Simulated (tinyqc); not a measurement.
# Changing the growth rate G

Model: surface segregation during layer-by-layer epitaxy: two-layer exchange kinetics and the shape of quantum wells and delta layers. Computed by tinyqc, a small Python program. Command: `OMP_NUM_THREADS=1 python tinyqc.py 3022414 3022415 out.jsonl mbeseg sweep`. One thread of a shared host (Intel(R) Xeon(R) Processor @ 2.30GHz), about 0.04 s of CPU time with the checks.

Atoms A and B exchange only between the growing layer and the one below it. B is supplied for N layers, then pure A follows.

Inputs (values chosen for the exercise, close to those used for indium in GaAs):

| quantity | value | unit |
|---|---|---|
| barrier E1 for B to move up | 1.8 | eV |
| segregation energy E_s | 0.22 | eV |
| attempt frequency nu | 10 | THz |
| share x0 of B in the flux during the well | 0.22 | - |
| layers in the well N | 4 | - |
| layer thickness | 2.83 | angstrom |
| temperature T | 420 | C |

Constants: k_B = 8.617333262e-05 eV/K.

Method:
- p1 = nu exp(-E1/(k_B T)) (B up, A down), p2 = nu exp(-(E1 + E_s)/(k_B T)) (B down); time per layer tau = 1/G; K = p1/p2.
- Temperatures in kelvin are T(C) + 273.15.
- Dilute equilibrium share passed up per layer R_eq = K/(1 + K).
- Each layer is deposited complete with B share x_dep and then exchanges for the time tau = 1/G with the layer below, whose share is b (total c = s + b fixed): ds/dt = p1 b (1 - s) - p2 s (1 - b), s(0) = x_dep. With the roots s1 < s2 of the right side, (s - s1)/(s - s2) = [(s(0) - s1)/(s(0) - s2)] exp(-(p1 - p2)(s2 - s1) tau). The lower layer is then buried with c - s, and s becomes the b of the next layer.
- In the dilute tail each layer passes up the share R = R_eq (1 - exp(-(p1 + p2) tau)); decay length = -layer thickness/ln R.
- Index 0 is the last layer of pure A below the well. Share of B outside the intended layers 1..N = 1 - (sum over 1..N)/(N x0).

One run for each value:

| growth rate G (layers/s) | share passed up R | decay length (angstrom) | peak share (largest buried share) | p1 tau |
|---|---|---|---|---|
| 0.003 | 0.9755 | 114.0 | 0.0699 | 2.725e+02 |
| 0.009 | 0.9755 | 114.0 | 0.0699 | 9.084e+01 |
| 0.03 | 0.9755 | 114.0 | 0.0700 | 2.725e+01 |
| 0.09 | 0.9754 | 113.6 | 0.0773 | 9.084e+00 |
| 0.3 | 0.9158 | 32.2 | 0.1388 | 2.725e+00 |
| 0.9 | 0.5911 | 5.4 | 0.2006 | 9.084e-01 |
| 3 | 0.2378 | 2.0 | 0.2186 | 2.725e-01 |
| 9 | 0.0867 | 1.2 | 0.2199 | 9.084e-02 |
| 30 | 0.0269 | 0.8 | 0.2200 | 2.725e-02 |

What does the table show, and why?

Over the rows, share passed up R falls from 0.975 to 0.0269, flat over part of the range; decay length (angstrom) falls from 114 to 0.783, flat over part of the range; peak share (largest buried share) rises from 0.0699 to 0.220, flat over part of the range. At the high end the exponent of share passed up R is -0.97, close to -1: kinetic regime: R is about p1 tau. At the low end the exponent of share passed up R is 0.00, close to 0: equilibrium regime. Faster growth buries B before it can move up.

Caution (rows 0.00300, 0.00900, 0.0300, 0.0900, 0.300): the floating layer fills towards saturation, so the dilute decay length holds only far out in the tail. Caution (all rows): two-layer exchange with complete layers is a simplification that can understate segregation at low temperature; desorption, step-edge exchange and surfactants are left out. Caution (rows 3.00, 9.00, 30.0): a decay length below one layer thickness is only formal.

Extremes, crossings and ranges named in words are read from the listed rows.
